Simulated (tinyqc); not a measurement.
Inside a calculation. Model: thin film between two gates, subbands and threshold shift from confinement.

Computed by the program tinyqc: `OMP_NUM_THREADS=1 python tinyqc.py 2350021 2350022 out.jsonl`, one thread of a shared Intel Xeon 2.30GHz, about 0.02 s for the whole run. Printed values are rounded.

Undoped body with a flat potential across it, hard walls, transport along x. One isotropic valley (g = 1, mx = my = mz = me). Non-parabolicity enters the subband edges through E (1 + al E) = gamma, so E = 2 gamma/(1 + sqrt(1 + 4 al gamma)); motion within a subband is taken as parabolic with the band-edge mass. Energies are counted from the bulk band edge.

Inputs (values chosen for the exercise); masses close to those of In0.53Ga0.47As:
```
symbol   value  unit                                                meaning
T           77     K                                            temperature
me      0.0411    m0                                  mass at the band edge
al         1.1  1/eV                                       non-parabolicity
t         10.3    nm                               film thickness (along z)
dl           0    nm  widening of the box by penetration into the insulator
```

Constants: q = 1.602176634e-19 C, kB = 1.380649e-23 J/K, hbar = 1.054571817e-34 J s, m0 = 9.1093837015e-31 kg, Vt = kB T/q, hbar^2/(2 m0) = 0.0380998212 eV nm^2. Results are converted to the units shown.

Range of the model: Non-parabolicity also makes carriers heavier within each subband, which is left out, so densities of states are understated at high energy. Levels near or above 1 eV lie beyond real barriers and upper valleys; they are listed for the hard-wall model only.

## Lowest subbands

gamma = C (pi k/(t + dl))^2/mz, C = hbar^2/(2 m0). List the 5 lowest, labelled by quantum numbers, with degeneracy g and N_k: N_k = g sqrt(mx my) m0 kB T/(pi hbar^2).

```
subband	E_k (eV)	g	N_k (cm^-2)
1	0.0793189	1	1.13921e11
2	0.266710	1	1.13921e11
3	0.500550	1	1.13921e11
4	0.754175	1	1.13921e11
5	1.01739	1	1.13921e11
```

## Threshold shift

Each subband has N_k = g sqrt(mx my) m0 kB T/(pi hbar^2); without degeneracy n = exp(EF/Vt) sum N_k exp(-E_k/Vt). Classical value Nc times t, Nc = sum over valleys of 2 g (m m0 kB T/(2 pi hbar^2))^1.5 with m = (mx my mz)^(1/3). Threshold shift dVT = Vt ln(classical value/sum N_k exp(-E_k/Vt)). Use the subbands listed.

shares, subband 1 to 5 (%): 100.000  0.000  0.000  0.000  0.000
sum N_k exp(-E_k/Vt) = 7.32907e5 cm^-2
Nc = 2.71887e16 cm^-3
classical value = 2.80044e10 cm^-2
dVT = 70.0086 mV

With all subbands dVT = 70.01 mV. The lowest edge lies at 79.3 meV; dVT is smaller than that, since sum N_k exp(-(E_k - E_1)/Vt) exceeds the classical value.
